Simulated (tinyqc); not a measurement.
Six-band hole subbands of a thin body in a field, step by step. Values are carried at full precision from step to step, so a last printed digit may differ when a step is redone from the rounded ones.

Constants: hbar^2/2m0 = 3.80998211 eV angstrom^2.

Values chosen for the exercise (near those of a p-type Si channel; the results hold for these values, not for the real material): S = (7.68, -2.17, 12.71) 1/TPa (compliances s11, s12, s44); sx = 1 GPa (stress along the channel [1-10], negative in compression); b = -2.06 eV (tetragonal potential); d = -4.78 eV (trigonal potential); g1 = 4.3 (Luttinger gamma1); g2 = 0.34 (gamma2); g3 = 1.44 (gamma3); face = 111 (surface); Dso = 0.043 eV (spin-orbit splitting); t = 60 angstrom (body thickness); F = 1.2 MV/cm (field across the body); kmax = 0.1 1/angstrom (end of the path).

## Strain and its block

exx = eyy = (s11 + s12) sx/2, ezz = s12 sx, exy = -s44 sx/4 (1 GPa/TPa = 1e-3). With e0 the traceless part, B_XX = 2b e0xx - b (e0yy + e0zz) and B_XY = sqrt(3) d exy.

strain, lower triangle:
```
           x         y          z
x   0.002755
y  -0.003178  0.002755
z          0         0  -0.002170
```

B (eV), lower triangle:
```
          X         Y        Z
X  -0.01015
Y   0.02631  -0.01015
Z         0         0  0.02029
```

## Confinement masses without spin-orbit coupling

C(n n^T)/c has C_XX = (g1 + 4 g2) nx^2 + (g1 - 2 g2)(ny^2 + nz^2) and C_XY = 6 g3 nx ny, n the unit normal; its eigenvalues are the inverse masses along n.

C(n n^T)/c, lower triangle:
```
        X       Y       Z
X  4.3000
Y  2.8800  4.3000
Z  2.8800  2.8800  4.3000
```

masses (m0): 0.7042  0.7042  0.0994

## The matrix for one sine at q = 0

Basis X, Y, Z times spin, hole energies counted downwards from the unstrained edge (the hydrostatic shift is left out), c = hbar^2/2m0. For a symmetric tensor T let C(T) have C_XX = L Txx + M (Tyy + Tzz), C_XY = N Txy (cyclic), L = c (g1 + 4 g2), M = c (g1 - 2 g2), N = 6 c g3. k = q + kz n, n the unit normal, q = k1 u + k2 v with u along the channel [1-10] and v = n x u. H = C(k k^T) + (Dso/3)(1 - L.sigma) - B + e F z with (L_k)_ij = -i epsilon_kij; B is the block C built from the traceless strain with 2b, -b and sqrt(3) d in place of L, M, N. Strain: exx = eyy = (s11 + s12) sx/2, ezz = s12 sx, exy = -s44 sx/4. Hard walls at z = 0 and t; basis sin(j pi z/t), j = 1 to Nz: kz^2 = (j pi/t)^2, kz = -i D with D_jl = 4 j l/(t (j^2 - l^2)), z_jj = t/2 and z_jl = -8 t j l/(pi (j^2 - l^2))^2 for j + l odd; 1 MV/cm = 0.01 eV/angstrom.

Nz = 1, in meV.

H (meV), lower triangle (Hermitian):
```
             X+       Y+      Z+           X-      Y-      Z-
X+       429.39
Y+  3.78-14.33i   429.39
Z+        30.08    30.08  398.96
X-            0        0   14.33       429.39
Y-            0        0  14.33i  3.78+14.33i  429.39
Z-       -14.33  -14.33i       0        30.08   30.08  398.96
```

## Its levels

Diagonalise; the levels come in pairs. Give each pair and its weights on X, Y, Z, summed over spin and averaged over the pair.

levels (meV): 365.51  421.96  470.27

weights:
```
   pair 1  pair 2  pair 3
X   0.174   0.470   0.357
Y   0.174   0.470   0.357
Z   0.653   0.060   0.287
```

## More sines

The four lowest pairs at q = 0.

Hole energies (meV):
```
Nz  pair 1  pair 2  pair 3  pair 4
1   365.51  421.96  470.27       -
2   256.75  317.06  418.31  520.40
4   210.04  271.29  381.54  412.45
8   206.67  267.99  367.21  410.05
16  206.66  267.98  367.18  410.04
```

One sine is 158.85 meV off in the top subband, since the field mixes the sines. The second pair lies 61.3 meV deeper.

## Dispersion of the top subband

Nz = 14; the two lowest levels (spin-split where the field breaks inversion), in meV from their value at q = 0.

Energies (meV):
```
|q| (1/angstrom)    u a    u b    v a    v b
0.025              3.46   3.85  14.15  15.86
0.050             14.66  15.34  53.64  54.00
0.075             34.77  35.94  73.92  74.83
0.100             63.89  65.82  89.01  89.45
```

From the mean of each pair in the first row, c q^2/E gives 0.65 m0 along u and 0.16 m0 along v. The largest distance between a and b in the table is 1.93 meV. These masses hold for the first row only: the band bends further out.

## Checks

- Top level at q = 0 on (001) without field and stress against c (g1 - 2 g2)(pi/t)^2, eV: both 0.03781.
- Hermiticity, and E(q) against E(-q): they agree to 1e-10 or better.

Program tinyqc; command `OMP_NUM_THREADS=1 python tinyqc.py 1251373 1251374 out.jsonl`; about 0.4 s on one thread of a shared Intel(R) Xeon(R) Processor @ 2.30GHz.
